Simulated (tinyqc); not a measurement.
The same inclusion in several hosts: polytypes by hexagonality, and a cubic inclusion as a quantum well.

Gap: E3 + (Es - E3) h/hs for h up to hs, then linear from Es to E2 at h = 1. Valence top Ev2 h and polarisation P2 h, both counted from 3C; Ec = Ev + gap.

Constants: hbar^2/2m0 = 3.80998211 eV angstrom^2.

Values chosen for the exercise (of the order of those of SiC; not measured data): E3 = 2.407 eV (gap of the cubic polytype); E2 = 3.362 eV (gap of 2H); Ev2 = 0.135 eV (valence top of 2H above that of 3C); P2 = -0.0484 C/m^2 (spontaneous polarisation of 2H); Es = 3.287 eV (gap at the hexagonality hs); hs = 0.5 (hexagonality up to which the first line holds); m = (0.333, 0.303) m0 (electron mass along c in the cubic layer and in the host); d = 2.513 angstrom (thickness of a double layer); eps = 9.8 (dielectric constant); N = 3 (double layers in the cubic inclusion).

h from the stacking: 8H 1/4, 6H 1/3, 15R 2/5, 4H 1/2, 9R 2/3, 2H 1. V = Ec(host) - Ec(3C); square-well level from k tan(k L/2) = (m_w/m_b) q, k = sqrt(m_w E/c), q = sqrt(m_b (V - E)/c), L = N d; |F| = |P|/(eps eps0), eps0 = 8.8541878e-12 F/m.

Results:
```
host,h,gap (eV),V (eV),depth (eV),|F| (MV/cm)
8H,0.250,2.847,0.474,0.154,1.39
6H,0.333,2.994,0.632,0.244,1.86
15R,0.400,3.111,0.758,0.323,2.23
4H,0.500,3.287,0.948,0.451,2.79
9R,0.667,3.312,0.995,0.485,3.72
2H,1.000,3.362,1.090,0.553,5.58
```

From 8H to 4H the well deepens by a factor of 2.00 and the bound level by 2.92, between the limits of a wide well (as V) and a thin one (as V^2); in 4H the level keeps 48 % of V; from 4H to 2H the gap gains only 75 meV while the field doubles. The depths leave the field out, although its drop |F| L reaches 421 meV in 2H.

(tinyqc, `OMP_NUM_THREADS=1 python tinyqc.py 1880958 1880959 out.jsonl`, Intel(R) Xeon(R) Processor @ 2.30GHz, 1 thread, shared host, about 0.04 s.)
